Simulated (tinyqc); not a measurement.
# Small-signal admittance of a forward-biased p+-n diode: effects of single changes

Holes injected into a neutral base of width wb with an ohmic contact at its end; low injection, p0 far above the equilibrium density. A small voltage v exp(i w t), w = 2 pi f, modulates the edge density by p0 v/Vt, and the small-signal density obeys Dp d2p/dx2 = (1/tau + i w) p.

Parameters, values chosen for the exercise; permittivity close to that of gallium arsenide:
- T = 300 K (temperature)
- eps_r = 12.9 (relative permittivity)
- Nd = 2.1e16 cm^-3 (donor density of the base)
- Dp = 6.1 cm^2/s (hole diffusion coefficient)
- tau = 5e-9 s (hole lifetime)
- wb = 5.1 um (width of the neutral base)
- p0 = 5.7e14 cm^-3 (excess hole density at the junction edge)
- Na = 7e18 cm^-3 (acceptor density of the p+ side)
- Rs = 0.0094 ohm cm^2 (series resistance)
- f = 2.4e7 Hz (signal frequency)

Constants: q = 1.602176634e-19 C, kB = 1.380649e-23 J/K, Vt = kB T/q, eps0 = 8.8541878128e-14 F/cm where lengths are in cm. Results are converted to the units shown.

Each table varies one quantity; the others keep the values above.

## Admittance against frequency

L = sqrt(Dp tau); direct current J = (q Dp p0/L) coth(wb/L); k = sqrt(1 + i w tau)/L; diffusion admittance Y = (q Dp p0/Vt) k coth(k wb) = G + i w C_diff; junction capacitance C_j = sqrt(q eps0 eps_r Nd/(2 Vr)) in the depletion approximation, with the remaining barrier Vr = Vt ln(Na/p0), a rough value under forward bias; base-width modulation is left out. Measured admittance 1/[Rs + 1/(Y + i w C_j)].

The same in every row: C_j (uF/cm^2) = 0.08885.

Admittance against frequency:

| f (Hz) | w tau | G (S/cm^2) | C_diff (uF/cm^2) | measured G (S/cm^2) | measured C (uF/cm^2) | phase of the measured Y (degrees) |
|---|---|---|---|---|---|---|
| 1e5 | 0.003142 | 124.1 | 0.2997 | 57.28 | 0.08278 | 0.05202 |
| 4e5 | 0.01257 | 124.1 | 0.2997 | 57.28 | 0.08277 | 0.2081 |
| 2e6 | 0.06283 | 124.2 | 0.2996 | 57.31 | 0.08268 | 1.039 |
| 8e6 | 0.2513 | 124.9 | 0.2982 | 57.80 | 0.08130 | 4.044 |
| 3e7 | 0.9425 | 134.2 | 0.2809 | 62.98 | 0.06672 | 11.29 |
| 1e8 | 3.142 | 180.9 | 0.2105 | 78.81 | 0.02873 | 12.90 |
| 6e8 | 18.85 | 389.0 | 0.09785 | 98.81 | 0.002852 | 6.211 |
| 2e9 | 62.83 | 697.1 | 0.05460 | 104.0 | 4.168e-4 | 2.882 |
| 1e10 | 314.2 | 1549 | 0.02457 | 106.0 | 2.398e-5 | 0.8142 |

G starts at J/Vt = 124 S/cm^2 and C_diff at (J tau/(2 Vt))(1 - 2 x/sinh 2x) = 0.300 uF/cm^2, x = wb/L = 2.92. Between the last two rows G goes as f^(0.50) and C_diff as f^(-0.50); the limits are 1/2 and -1/2, reached when the signal penetrates only sqrt(Dp/w). The measured C is 79 % below C_diff + C_j in the first row and 100 % below it in the last, the difference being due to Rs.

## Effect of the width of the neutral base

Same model as above.

The same in every row: w tau = 0.75398; C_j (uF/cm^2) = 0.088847.

Results:

| wb (um) | G (S/cm^2) | C_diff (uF/cm^2) | measured G (S/cm^2) | measured C (uF/cm^2) | phase of the measured Y (degrees) |
|---|---|---|---|---|---|
| 0.087 | 2478.9 | 0.010241 | 102.01 | 1.6778e-4 | 0.014211 |
| 0.17 | 1271.6 | 0.019993 | 98.171 | 6.4863e-4 | 0.057086 |
| 0.34 | 641.78 | 0.039834 | 91.266 | 0.0026000 | 0.24613 |
| 1.3 | 195.85 | 0.14247 | 69.430 | 0.028282 | 3.5151 |
| 2.7 | 138.22 | 0.24002 | 61.942 | 0.059750 | 8.2762 |
| 5.3 | 130.83 | 0.28786 | 61.260 | 0.071657 | 10.003 |
| 10 | 130.94 | 0.29068 | 61.316 | 0.072070 | 10.051 |

Estimate the missing row, wb = 0.68 um.

Computed row:

| wb (um) | G (S/cm^2) | C_diff (uF/cm^2) | measured G (S/cm^2) | measured C (uF/cm^2) | phase of the measured Y (degrees) |
|---|---|---|---|---|---|
| 0.68 | 332.84 | 0.078481 | 80.701 | 0.0097841 | 1.0474 |

With this row back in the table: As wb goes from 0.087 to 10, G falls from 2480 to 131 S/cm^2, C_diff rises from 0.0102 to 0.291 uF/cm^2 and the measured C rises from 1.68e-4 to 0.0721 uF/cm^2. C_diff exceeds C_j for wb = 1.3, 2.7, 5.3, 10.

Program tinyqc, `OMP_NUM_THREADS=1 python tinyqc.py 2890202 2890203 out.jsonl`; Intel Xeon 2.30GHz, shared host, one thread, about 0.01 s.
